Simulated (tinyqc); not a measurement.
Complex band structure along [001] in sp3s* tight binding: one step. The px, py block. Five cases, with inputs chosen for the exercise.

Problem. For px and py the determinant gives (E - Epa)(E - Epc) = Vxx^2 cos^2(phi) + Vxy^2 sin^2(phi). With phi = i kappa a/4 this is sinh^2(kappa a/4) = ((E - Epa)(E - Epc) - Vxx^2)/(Vxx^2 - Vxy^2), E = Ev + dE. Parameters in the order Esa, Epa, Esc, Epc, Exa, Exc, Vss, Vxx, Vxy, Vsapc, Vscpa, Vxapc, Vpaxc.

For k = (0, 0, kz) the phase sums are g0 = cos(phi) and g3 = i sin(phi), phi = kz a/4, and the s, pz, s* orbitals of anion (a) and cation (c) decouple from px, py. With z = exp(i phi), H(z) = H0 + z T + T^T/z for any complex z. H0 is diagonal (Esa, Epa, Exa, Esc, Epc, Exc). The anion-cation block is B(z) = z U + W/z and the cation-anion block z W^T + U^T/z, where U has Vss/2 (s,s), Vsapc/2 (s,z), -Vscpa/2 (z,s), Vxx/2 (z,z), Vxapc/2 (s*,z), -Vpaxc/2 (z,s*), and W has the same values with the s-z and s*-z signs reversed. |z| = 1 is a band state, |z| < 1 decays along [001] as exp(-kappa d) over a distance d, kappa = -(4/a) ln|z|. No spin-orbit coupling.

Case 1.

Values chosen (out of a larger set: near a published set for GaP, fitted to gaps, whose masses and valley positions are rough (light masses up to twice too heavy); not measured data): p = (-8.175, 1.123, -2.182, 4.091, 8.454, 7.206, -7.473, 2.157, 5.123, 4.245, 6.316, 4.636, 5.07) eV (order Esa, Epa, Esc, Epc, Exa, Exc, Vss, Vxx, Vxy, Vsapc, Vscpa, Vxapc, Vpaxc); dE = 1.2 eV (E - Ev); a = 5.448 angstrom (lattice constant).

Ev = -0.011187 eV

Case 2.

Values chosen (out of a larger set: near a published set for AlAs, fitted to gaps, whose masses and valley positions are rough (light masses up to twice too heavy); not measured data): p = (-7.513, 0.984, -1.167, 3.588, 7.458, 6.736, -6.655, 1.876, 4.289, 5.117, 5.499, 4.506, 4.978) eV (order Esa, Epa, Esc, Epc, Exa, Exc, Vss, Vxx, Vxy, Vsapc, Vscpa, Vxapc, Vpaxc); dE = 0.9 eV (E - Ev); a = 5.663 angstrom (lattice constant).

Ev = 0.002455 eV

Case 3.

Values chosen (out of a larger set: near a published set for AlAs, fitted to gaps, whose masses and valley positions are rough (light masses up to twice too heavy); not measured data): p = (-7.489, 0.987, -1.154, 3.614, 7.438, 6.758, -6.611, 1.878, 4.295, 5.092, 5.501, 4.549, 5.002) eV (order Esa, Epa, Esc, Epc, Exa, Exc, Vss, Vxx, Vxy, Vsapc, Vscpa, Vxapc, Vpaxc); dE = 1.31 eV (E - Ev); a = 5.666 angstrom (lattice constant).

Ev = 0.008739 eV

Case 4.

Values chosen (out of a larger set: near a published set for GaSb, fitted to gaps, whose masses and valley positions are rough (light masses up to twice too heavy); not measured data): p = (-7.331, 0.864, -3.933, 2.914, 6.671, 5.959, -6.109, 1.578, 4.135, 4.903, 4.655, 5.029, 4.188) eV (order Esa, Epa, Esc, Epc, Exa, Exc, Vss, Vxx, Vxy, Vsapc, Vscpa, Vxapc, Vpaxc); dE = 0.17 eV (E - Ev); a = 6.1 angstrom (lattice constant).

Ev = 0.007323 eV

Case 5.

Values chosen (out of a larger set: near a published set for GaAs, fitted to gaps, whose masses and valley positions are rough (light masses up to twice too heavy); not measured data): p = (-8.325, 1.038, -2.661, 3.681, 8.575, 6.727, -6.447, 1.956, 5.069, 4.469, 5.803, 4.824, 4.819) eV (order Esa, Epa, Esc, Epc, Exa, Exc, Vss, Vxx, Vxy, Vsapc, Vscpa, Vxapc, Vpaxc); dE = 1.3 eV (E - Ev); a = 5.654 angstrom (lattice constant).

Ev = -0.001072 eV

Give: sinh^2(kappa a/4); kappa of the heavy-hole branch.

Solution.

Case 1.

sinh^2(kappa a/4) = 0.22432
kappa of the heavy-hole branch = 0.3359 1/angstrom

This branch decays faster than the slowest root of the s-pz block (0.1767), by a factor 1.90 in kappa.

Case 2.

sinh^2(kappa a/4) = 0.22186
kappa of the heavy-hole branch = 0.3215 1/angstrom

This branch decays faster than the slowest root of the s-pz block (0.1669), by a factor 1.93 in kappa.

Case 3.

sinh^2(kappa a/4) = 0.28742
kappa of the heavy-hole branch = 0.3624 1/angstrom

This branch decays faster than the slowest root of the s-pz block (0.1842), by a factor 1.97 in kappa.

Case 4.

sinh^2(kappa a/4) = 0.04182
kappa of the heavy-hole branch = 0.1332 1/angstrom

This branch decays faster than the slowest root of the s-pz block (0.0414), by a factor 3.22 in kappa.

Case 5.

sinh^2(kappa a/4) = 0.20337
kappa of the heavy-hole branch = 0.3091 1/angstrom

This branch decays faster than the slowest root of the s-pz block (0.0780), by a factor 3.96 in kappa.

Computed by tinyqc, one run a case: `OMP_NUM_THREADS=1 python tinyqc.py N N+1 out.jsonl` with N = 1451879, 1451882, 1451996, 1452357, 1452499; one thread of a shared Intel(R) Xeon(R) Processor @ 2.30GHz, about 0.02 s a run at most.
